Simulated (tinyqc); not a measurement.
# Implant damage, amorphisation by cascade overlap, and solid-phase epitaxial regrowth, step by step

A worked calculation. Computed by tinyqc, a small Python program that keeps every step. Command: `OMP_NUM_THREADS=1 python tinyqc.py 3113999 3114000 out.jsonl sper walk`. One thread of a shared host (Intel(R) Xeon(R) Processor @ 2.30GHz), about 0.01 s of CPU time with the checks. Intermediate numbers are printed to about 6 digits and carried at full precision; extremes and crossings named in words are read from the listed rows.

Range and width of the damage are inputs. Dynamic annealing enters only through the surviving share f.

Inputs (values chosen for the exercise, modelled on antimony ions in silicon):

| quantity | value | unit |
|---|---|---|
| atomic density N | 49.9 | 1/nm^3 |
| ion Z1 | 51 | - |
| ion mass M1 | 121.8 | u |
| target Z2 | 14 | - |
| target mass M2 | 28.09 | u |
| ion energy E | 120 | keV |
| displacement energy E_d | 15 | eV |
| depth of the damage peak R_d | 52 | nm |
| width of the damage profile s_d | 33 | nm |
| share of defects that survive f | 0.4 | - |
| critical displaced share x_c | 0.13 | - |
| dose Q | 3.8e+15 | 1/cm^2 |
| overlaps needed n | 1 | - |
| area amorphised by one track A_i | 2 | nm^2 |
| regrowth prefactor v0 | 5.6e+15 | nm/s |
| regrowth energy E_a | 2.68 | eV |
| anneal temperature | 711 | C |
| rate relative to (100) | 0.33 | - |
| peak enhancement by the dopant | 11 | - |
| ramp rate | 9.5 | K/s |

Constants: a_0 = 0.529177210903 angstrom; e^2/(4 pi eps_0) = 14.39964548 eV angstrom; k_B = 8.617333262e-05 eV/K.

## Damage energy and displacements per ion

Robinson partition: eps = E a M2/(Z1 Z2 (e^2/(4 pi eps_0)) (M1 + M2)), a = 0.8853 a_0/sqrt(Z1^(2/3) + Z2^(2/3)); k = 0.0793 Z1^(2/3) Z2^(1/2) (M1 + M2)^(3/2)/((Z1^(2/3) + Z2^(2/3))^(3/4) M1^(3/2) M2^(1/2)); damage energy T_d = E/(1 + k (eps + 0.40244 eps^(3/4) + 3.4008 eps^(1/6))); displacements nu = 0.8 T_d/(2 E_d).

reduced energy eps = 0.231688

k = 0.113001

damage energy T_d = 89.3829 keV

T_d/E = 0.744857

displacements per ion nu = 2383.54

26 % of the energy goes to electrons.

## The amorphous layer

Displaced share x(z) = f nu Q exp(-(z - R_d)^2/(2 s_d^2))/(sqrt(2 pi) s_d N); the layer is amorphous where x > x_c, between R_d -/+ s_d sqrt(2 ln(x_max/x_c)), the upper edge being cut at the surface. Threshold dose Q_c = Q x_c/x_max.

peak displaced share x_max = 8.77732

threshold dose Q_c = 5.62814e+13 1/cm^2

upper edge = 0 nm

lower edge = 147.784 nm

The layer reaches the surface. Caution: x above 1 counts atoms displaced more than once.

## Damage left below the interface

Displaced atoms per area beyond the lower edge z2: f nu Q (1/2) erfc((z2 - R_d)/(sqrt2 s_d)); they are not removed by regrowth.

share of the damage beyond z2 = 0.00185070

displaced atoms beyond z2 = 6.70507e+15 1/cm^2

## Layer against dose

The formulas are those given above.

Dose series; the last column is f nu Q erfc((z2 - R_d)/(sqrt2 s_d))/2:

| Q (1/cm^2) | x_max | upper edge (nm) | lower edge (nm) | displaced atoms beyond z2 (1/cm^2) |
|---|---|---|---|---|
| 6.19e+13 | 0.14298 | 37.6038 | 66.396 | 1.95538e+16 |
| 8.44e+13 | 0.19495 | 22.2925 | 81.707 | 1.48062e+16 |
| 1.41e+14 | 0.32568 | 7.2757 | 96.724 | 1.17848e+16 |
| 2.25e+14 | 0.51971 | 0.0000 | 106.938 | 1.02924e+16 |
| 3.94e+14 | 0.91007 | 0.0000 | 117.103 | 9.11269e+15 |
| 6.75e+14 | 1.55913 | 0.0000 | 125.559 | 8.30512e+15 |
| 1.41e+15 | 3.25685 | 0.0000 | 135.757 | 7.49158e+15 |
| 2.81e+15 | 6.49060 | 0.0000 | 144.289 | 6.91721e+15 |

A dose 45 times larger moves the lower edge from 66.4 to 144 nm, as the root of a logarithm, and the damage beyond it falls by a factor 2.8, since the edge lies on an ever steeper tail. The layer reaches the surface at Q_c exp(R_d^2/(2 s_d^2)) = 1.95e14 per cm^2.

## Overlap model

Gibbons model: a point turns amorphous after n + 1 hits; with y = A_i Q the amorphous share is 1 - exp(-y) sum_(k=0..n) y^k/k!. Doses are set by y.

Amorphous share:

| y | Q (1/cm^2) | direct impact (n = 0) | given n |
|---|---|---|---|
| 0.1 | 5.00e+12 | 0.095163 | 0.004679 |
| 0.3 | 1.50e+13 | 0.259182 | 0.036936 |
| 0.6 | 3.00e+13 | 0.451188 | 0.121901 |
| 1.0 | 5.00e+13 | 0.632121 | 0.264241 |
| 2.0 | 1.00e+14 | 0.864665 | 0.593994 |
| 3.0 | 1.50e+14 | 0.950213 | 0.800852 |
| 5.0 | 2.50e+14 | 0.993262 | 0.959572 |
| 8.0 | 4.00e+14 | 0.999665 | 0.996981 |

At small y the share grows as y^2; between the first rows the exponent is 1.88.

## Isothermal regrowth

v = v0 x orientation factor x exp(-E_a/(k_B T)) x [1 + (enhancement - 1) exp(-(z - R_d)^2/(2 s_d^2))], T = anneal temperature + 273.15 K; the dopant is taken to follow the damage profile; the lower front moves from the lower edge z2 to the surface, or to the middle (z1 + z2)/2 of a buried layer with upper edge z1; time = int dz/v; the equivalent undoped distance is that time times the undoped velocity.

undoped velocity = 34.8794 nm/s

distance to regrow = 147.784 nm

time without enhancement = 4.23700 s

equivalent undoped distance = 38.6551 nm

time with enhancement = 1.10825 s

The rate doubles for each 22 K or so near this temperature.

## Regrowth during a ramp

On a linear ramp from 200 C regrowth ends at the T_f where int v_undoped dT/(ramp rate) equals the equivalent undoped distance.

temperature at which regrowth ends = 681.800 C

Checks made by the program: tail against quadrature of x(z) N (relative difference below 1e-10).
